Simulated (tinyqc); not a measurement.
Square lattice in a magnetic field (Harper-Hofstadter model): sweeps and comparisons. A value that a table varies takes the place of the one given here.

Landau gauge, lattice period 1: the magnetic cell has q sites j = 0 to q - 1 along x. H_jj = -2 ty cos(ky + 2 pi p j/q), H_(j,j+1) = -tx, and the bond from q - 1 back to 0 is H_(q-1,0) = -tx exp(i q kx). The levels depend on k only through cos(q kx) and cos(q ky), so the band edges lie at (0, 0) and (pi/q, pi/q).

Parameters, chosen for this exercise: tx = 1.7 meV (hopping along x); ty = 1.7 meV (hopping along y); Q = 7 (denominator); p = 2 (flux per plaquette p/q, in units of h/e); q = 7.

## Towards Landau levels

Flux 1/Q. Near the bottom of the band the mass gives hbar wc = 4 pi sqrt(tx ty)/Q and E_0 = -2 (tx + ty) + hbar wc/2. For each Q, p = 1 and q = Q.

Lowest band (meV):
```
Q    centre     width      E_0  spacing to band 2  hbar wc
3   -4.0222      1.24  -3.2395             4.0222   7.1209
4   -4.6253     0.366  -4.1296             3.7053   5.3407
5   -4.9883     0.109  -4.6637             3.0753   4.2726
6   -5.2462    0.0326  -5.0198             2.6905   3.5605
8   -5.5927   0.00291  -5.4648             2.1717   2.6704
12  -5.9671  2.36e-05  -5.9099             1.5559   1.7802
20  -6.2867  1.69e-09  -6.2659             0.9863   1.0681
```

The width falls from 1.24 to 1.7e-09 meV, by a factor 3.30 for each unit of Q at the end, so the band turns into a flat level. Its centre lies -0.783 meV from E_0 at Q = 3 and -0.021 meV at Q = 20; the spacing reaches 92 % of hbar wc, the shortfall coming from the non-parabolic band.

## Slices of the butterfly

Flux P/Q for each P (p = P, q = Q): the lowest edge, the first gap, the widest gap with its r (the lower one of a mirror pair) and t_r from r = Q s + P t, |t| <= Q/2, and the total width of the bands.

Spectra (meV):
```
flux  lowest edge  first gap  t of first gap  widest gap  its r  its t  total width
1/7       -5.4456     2.3415               1      2.3415      1      1       2.1837
2/7       -4.6323     0.0344              -3      2.8033      2      1       2.2490
3/7       -4.4387     0.4855              -2      2.6073      3      1       2.2126
```

The widest gap carries t = 1 in every row, and its r equals P: it is the gap above the lowest Landau level, which holds P of the Q bands. The first gap is widest at 1/7 (t = 1) and narrowest at 2/7 (t = -3). The total width lies between 2.184 and 2.249 meV; its limit for large Q is 4 |tx - ty| = 0.0 meV.

## What each parameter does

Bottom and width of band 1, the first gap and the total width of all bands. Each row changes one parameter from the base and keeps the others.

Results:
```
case            bottom (meV)  width (meV)  first gap (meV)  total width (meV)
base                 -4.6323       0.1904           0.0344             2.2490
tx = 2.04 meV        -5.1282       0.2258           0.0366             2.7360
ty = 1.275 meV       -4.1158       0.1971           0.0276             2.4623
p = 5                -4.6323       0.1904           0.0344             2.2490
q = 9                -4.8982       0.0652           0.0039             1.7552
```

The largest shifts from the base row, up to three for each result and ties (the steps differ in size, so this ranks the rows, not the parameters). bottom (meV): ty +0.5165, tx -0.4959, q -0.2660; unchanged at the printed digits by p. width (meV): q -0.1252, tx +0.0355, ty +0.0068; unchanged at the printed digits by p. first gap (meV): q -0.0305, ty -0.0068, tx +0.0021; unchanged at the printed digits by p. total width (meV): q -0.4938, tx +0.4870, ty +0.2133; unchanged at the printed digits by p. Flux p/q and 1 - p/q have the same spectrum: reversing the field leaves it alone, and one whole quantum is a gauge change.

tinyqc: `OMP_NUM_THREADS=1 python tinyqc.py 1281760 1281761 out.jsonl`; about 0.1 s, one thread, shared Intel(R) Xeon(R) Processor @ 2.30GHz.
